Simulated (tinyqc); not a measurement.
Finnis-Sinclair potential for a bcc metal: fit to cohesion and elasticity, then vacancy, surfaces and structure: one step, computed by the program tinyqc. Command: `OMP_NUM_THREADS=1 python tinyqc.py 3111743 3111744 out.jsonl fsfit walk`. One thread of a shared host (Intel(R) Xeon(R) Processor @ 2.30GHz), about 0.01 s of CPU time with the checks.

E = (1/2) sum V(r) - A sqrt(rho), rho = sum phi(r), phi = (r - d)^2 for r < d, V = (r - c)^2 (c0 + c1 r + c2 r^2) for r < c. In bcc the 8 first neighbours lie at sqrt(3) a/2 and the 6 second at a; both cut-offs lie below the third shell; Omega = a^3/2; E is per atom and z the number of atoms in a shell. The four constants A, c0, c1, c2 are fitted to E_c, zero pressure, B and C12 - C44 alone, so C44 and C11 - C12 are not matched singly; defects are unrelaxed.

Problem. Unrelaxed vacancy. E_v = -A sum_shells z [sqrt(rho - phi(r)) - sqrt(rho)] - (1/2) sum z V(r): the neighbours lose one bond each, and the atom is put back in the bulk.

Inputs (values chosen for the exercise, modelled on vanadium): lattice constant a = 3.04 angstrom; cohesive energy E_c = 5.28 eV; density cut-off d/a = 1.228; pair cut-off c/a = 1.266.

c0, c1, c2 (eV/angstrom^2, eV/angstrom^3, eV/angstrom^4): [0.0248015, 0.7162512, -0.2372891]

A = 1.937755 eV/angstrom

rho = 12.56958 angstrom^2

Give: V at the two shells; phi at the two shells; vacancy energy E_v; E_v/E_c.

Solution.

V at the two shells (eV): [0.3930, 0.0061]

phi at the two shells (angstrom^2): [1.211, 0.480]

vacancy energy E_v = 1.920 eV

E_v/E_c = 0.3636

A pair potential would give E_v = E_c; the square root lowers the ratio to 0.36.
